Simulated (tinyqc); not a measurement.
Potential-pH (Pourbaix) lines of a metal, its cation, its oxide and an oxyanion, with a complexing ligand: one step, computed by the program tinyqc. Command: `OMP_NUM_THREADS=1 python tinyqc.py 3030708 3030709 out.jsonl pourb walk`. One thread of a shared host (Intel(R) Xeon(R) Processor @ 2.30GHz), about 0.02 s of CPU time with the checks.

Potentials are against the standard hydrogen electrode; solids and water have unit activity; dG_f of M, H+ and the electron is zero; F = e N_A and s = R T ln(10)/F. The cation carries z = 2.

Task: Mixed potential with oxygen reduction. Anodic i = i0a 10^((E - E_a)/b_a) with E_a the cation line with ligand; cathodic i = i0c 10^((E_c - E)/b_c) with E_c the oxygen line; supply caps the cathodic current, 1/i_c = 1/i(Tafel) + 1/i_L. E_corr makes the two currents equal. Without the cap it would be [b_c E_a + b_a E_c + b_a b_c log10(i0c/i0a)]/(b_a + b_c). Rate = i V_m/(z F). Films are left out.

Inputs (values chosen for the exercise, modelled on tin):

| quantity | value | unit |
|---|---|---|
| temperature T | 298.15 | K |
| pH | 12 | - |
| limiting current density i_L | 5.8e-05 | A/cm^2 |
| molar volume V_m | 16.3 | cm^3/mol |

Species: M, M2+, MO, MO2(2-).

exchange current densities, metal and cathodic (A/cm^2): 2.9e-07  8.2e-12

Tafel slopes, anodic and cathodic (mV/decade): 60  155

cation line with ligand = -0.4324767 V

oxygen line = 0.5189793 V

Constants: e = 1.602176634e-19 C; N_A = 6.02214076e+23 1/mol.

Give: E_corr without the cap; corrosion potential E_corr; corrosion current density; i/i_L; etch rate.

Result:

E_corr without the cap = -0.36371 V

corrosion potential E_corr = -0.36500 V

corrosion current density = 3.8635e-06 A/cm^2

i/i_L = 0.066612

etch rate = 0.19581 nm/min

The current is under activation control. Caution: other oxidation states, hydroxides and hydrides are left out, and the lines say nothing of rates. Caution: at this pH the oxide, not the cation, is the stable product, and a film would cut the rate.
